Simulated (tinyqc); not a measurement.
Worked calculation: Hubbard chain of 4 sites. One step of it, computed by the program tinyqc.

Problem. Mean-field iteration 1. H(up) = T + U n(down), H(down) = T + U n(up); fill the lowest levels; n(new) = n + mixing (n(out) - n); E = tr T (rho up + rho down) + U sum n_up n_down of the output.

one-body matrix (hopping and site energies) (eV), order 1, 2, 3, 4:
```
[[0.470000, -0.600000, 0.000000, 0.000000],
 [-0.600000, -0.950000, -0.600000, 0.000000],
 [0.000000, -0.600000, 0.610000, -0.600000],
 [0.000000, 0.000000, -0.600000, -0.700000]]
```

U = 1.400000 eV

electrons, up and down: [2, 2]

mixing = 0.200000

n(up) at the start (a guess, not normalised): [0.500000, 0.500000, 0.500000, 0.500000]

n(down) at the start (a guess): [0.500000, 0.500000, 0.500000, 0.500000]

Give: levels, up; levels, down; energy; n(up) after iteration 1; n(down) after iteration 1.

Solution.

levels, up (eV): [-0.6879, -0.1487, 1.2987, 1.7679]

levels, down (eV): [-0.6879, -0.1487, 1.2987, 1.7679]

energy = -2.3195 eV

n(up) after iteration 1: [0.4202, 0.5685, 0.4335, 0.5778]

n(down) after iteration 1: [0.4202, 0.5685, 0.4335, 0.5778]
